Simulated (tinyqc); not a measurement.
# Segment and feed resistance from two drops

Problem. A rail is fed at one end through Rq; K loads of Ij follow, each after a segment Rs. The drop at load j is K Ij Rq + Rs Ij sum_(l=1..j) (K - l + 1). Find Rs, Rq and the worst drop, at the middle, if the rail were fed through Rq at both ends: K Ij Rq/2 + Rs Ij K^2/8 with the load taken as continuous.

Parameters, values chosen for the exercise:
- K = 22 (number of equal loads)
- Ij = 1.3 mA (current of each load)

drops at the first and at the last load (mV): 13.184600  40.511900

Answer. The difference of the two drops is Rs Ij K (K - 1)/2, which gives Rs; the first drop then gives Rq.

Rs = 0.09100 ohm
Rq = 0.3700 ohm
drop at the middle with two feeds = 12.45 mV

Computed by the program tinyqc: `OMP_NUM_THREADS=1 python tinyqc.py 2770135 2770136 out.jsonl`, one thread of a shared Intel Xeon 2.30GHz, about 0.1 s for the whole run.
